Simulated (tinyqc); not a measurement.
Atomic layer deposition: Langmuir saturation, growth per cycle and coating of deep features: one step, computed by the program tinyqc. Command: `OMP_NUM_THREADS=1 python tinyqc.py 3006634 3006635 out.jsonl ald walk`. One thread of a shared host (Intel(R) Xeon(R) Processor @ 2.30GHz), about 0.01 s of CPU time with the checks.

Precursor A sticks only on free sites, so a long enough pulse saturates; co-reactant B then frees the sites again.

Problem. Exposure for a deep feature. Diffusion-limited filling (Gordon) of a long trench of width w, hydraulic diameter 2w, so that a is replaced by a/2 in the hole formula: t = (q/F)(1 + 19a/8 + 3a^2/8). Reaction-limited filling needs ln(100)/k_a at any depth, k_a = beta F/q. Flow is molecular. The front picture holds when the modulus (a/2) sqrt(beta) is well above 1. Depth reached by the given pulse: solve the same formula for a. Exposure = p x diffusion-limited time; 1 langmuir = 1.33322e-4 Pa s.

Inputs (values chosen for the exercise, modelled on silicon dioxide from an aminosilane and ozone):

| quantity | value | unit |
|---|---|---|
| site density q | 2.4 | 1/nm^2 |
| sticking probability beta on free sites | 0.0009 | - |
| precursor pressure p | 2.1 | Pa |
| temperature T | 325 | C |
| pulse time t | 0.13 | s |
| aspect ratio a | 110 | - |

Feature: long trench.

flux F = 17150.76 1/(nm^2 s)

Give: diffusion-limited time; exposure; modulus; aspect ratio reached by the front in time t.

Solution.

diffusion-limited time = 0.6717 s

exposure = 10579 langmuir

modulus = 1.65

aspect ratio reached by the front in time t = 46.68

Caution: the modulus is not well above 1 or the Gordon time is under three times ln(100)/k_a, so there is no sharp front: the Gordon time is only a lower bound and the reaction time must be met as well. Caution: for a long trench the a/2 rule ignores the ln(a)/a transmission of a slit, so times at large a are too long. Caution: the pulse is shorter than ln(100)/k_a, so even the open surface is not saturated and the depth reached has no meaning. Caution: the depth reached is formal here: it is under 4/sqrt(beta), so no sharp front has formed.
